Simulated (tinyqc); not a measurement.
# Trap density from one capacitance

Inverse problem. Traps spread evenly through the insulator exchange electrons with the semiconductor by tunnelling, with tau(x) = t0 exp(2 ka x) at depth x from the interface. The admittance per area Y seen at depth x obeys dY/dx = -Y^2/(i w eps0 eox) + q Nb ln(1 + i w tau)/tau, with Y(0) = i w Cs and w = 2 pi f; the gate sees Y(tox) = G + i w C. Working variable y = Y/(i w), in uF/cm^2. Cox = eps0 eox/tox. Find Nb and G/w.

Parameters, values chosen for the exercise:
```
symbol,value,unit,meaning
eox,8.63,,relative permittivity of the insulator
tox,4.9,nm,insulator thickness
Cs,6.3,uF/cm^2,semiconductor capacitance in accumulation
ka,3.6,1/nm,decay constant of the wave function in the insulator
t0,2e-10,s,time constant of a trap at the interface
f,100,Hz,frequency
```

Constants: q = 1.602176634e-19 C, eps0 = 8.8541878128e-14 F/cm where lengths are in cm. Results are converted to the units shown.

C = 1.3083578 uF/cm^2

Answer. C rises steadily with Nb, so one density matches; in practice ka and t0 must come from the frequency dependence.

Nb = 9.800e18 cm^-3 eV^-1
G/w = 0.01092 uF/cm^2

Program tinyqc, `OMP_NUM_THREADS=1 python tinyqc.py 2202160 2202161 out.jsonl`; Intel Xeon 2.30GHz, shared host, one thread, about 0.5 s.
